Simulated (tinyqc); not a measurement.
# Admittance spectroscopy of a deep trap: effects of single changes

Schottky contact on an n-type layer with shallow donors Nd (all ionised) and a donor-like deep trap, neutral when filled and positive when empty; depletion approximation. Traps within lam of the depletion edge stay filled. The traps at xt = W - lam, where the level crosses the Fermi level, follow a slow signal and not a fast one. w = 2 pi f.

Parameters, values chosen for the exercise; material values those of a made-up semiconductor:
- eps_r = 8.12 (relative permittivity)
- Nc = 1.44e19 cm^-3 (conduction-band density of states at 300 K)
- vth = 2e7 cm/s (thermal velocity at 300 K)
- Nd = 6e15 cm^-3 (shallow donor density)
- Vbi = 1.41 V (built-in voltage)
- Et = 0.2 eV (depth of the trap below the conduction edge)
- sn = 4.4e-15 cm^2 (capture cross-section)
- Nt = 2.3e14 cm^-3 (trap density)
- Vr = 0 V (reverse bias)
- T = 159 K (temperature)

Constants: q = 1.602176634e-19 C, kB = 1.380649e-23 J/K, eps0 = 8.8541878128e-14 F/cm where lengths are in cm. Results are converted to the units shown.

Each table varies one quantity; the others keep the values above.

## Effect of the trap density

Emission rate en = sn vth(T) Nc(T) exp(-Et/kB T) = sn g T^2 exp(-Et/kB T), g = vth Nc/(300 K)^2, as vth goes as T^0.5 and Nc as T^1.5 (degeneracy factor 1). lam = sqrt(2 eps0 eps_r (EF - ET)/(q Nd)), EF - ET = Et - (kB T/q) ln(Nc(T)/Nd), Nc(T) = Nc (T/300 K)^1.5. In the steady state at the band bending V, 2 eps0 eps_r V/q = Nd W^2 + Nt (W - lam)^2 (the second term only if W > lam). V = Vbi + Vr. C_HF = eps0 eps_r/W, C_LF = eps0 eps_r (Nd + Nt)/(Nd W + Nt xt). Inflection frequency w0 = 2 en [1 + Nt xt/(Nd W)]; C = C_HF + (C_LF - C_HF)/(1 + (w/w0)^2), G/w = (C_LF - C_HF)(w/w0)/(1 + (w/w0)^2).

Effect of the trap density:

| Nt (cm^-3) | W (nm) | step (% of C_HF) | w0/(2 en) |
|---|---|---|---|
| 1.3e14 | 456.7 | 0.5893 | 1.016 |
| 2.4e14 | 454.5 | 1.079 | 1.029 |
| 4.6e14 | 450.4 | 2.035 | 1.055 |
| 8.6e14 | 443.3 | 3.700 | 1.103 |
| 1.6e15 | 431.4 | 6.561 | 1.189 |
| 3e15 | 412.3 | 11.36 | 1.347 |
| 5.7e15 | 384.2 | 19.04 | 1.638 |
| 1.1e16 | 347.7 | 30.68 | 2.168 |
| 2e16 | 311.2 | 45.32 | 2.982 |

What does the comparison show?

The step rises from 0.589 to 45.3 %, as Nt^(0.99) between the first two rows and Nt^(0.65) between the last two, and w0/(2 en) rises from 1.02 to 2.98: for Nt near Nd the rule w0 = 2 en overstates the cross-section by that factor.

## Effect of the bias

Same model as above.

V = Vbi + Vr.

Effect of the bias:

| Vr (V) | W (nm) | xt/W | C_HF (nF/cm^2) | step (nF/cm^2) | step (% of C_HF) |
|---|---|---|---|---|---|
| 0 | 454.72 | 0.72256 | 15.811 | 0.16362 | 1.0349 |
| 0.9 | 581.03 | 0.78287 | 12.374 | 0.099991 | 0.80808 |
| 1.7 | 673.58 | 0.81270 | 10.674 | 0.074320 | 0.69628 |
| 2.6 | 764.33 | 0.83494 | 9.4064 | 0.057671 | 0.61310 |
| 3.4 | 836.73 | 0.84922 | 8.5925 | 0.048096 | 0.55975 |
| 4.3 | 911.30 | 0.86156 | 7.8894 | 0.040529 | 0.51372 |
| 5.1 | 972.77 | 0.87031 | 7.3908 | 0.035557 | 0.48110 |
| 6 | 1037.6 | 0.87841 | 6.9293 | 0.031245 | 0.45092 |

Read the table: what changes, and by how much?

xt/W rises from 0.723 to 0.878 since lam stays at 126 nm, and the relative step falls from 1.03 to 0.451 %: the nearer xt lies to W in proportion, the less the traps add.

tinyqc, about 0.01 s, one thread, Intel Xeon 2.30GHz (shared host): `OMP_NUM_THREADS=1 python tinyqc.py 2050004 2050005 out.jsonl`
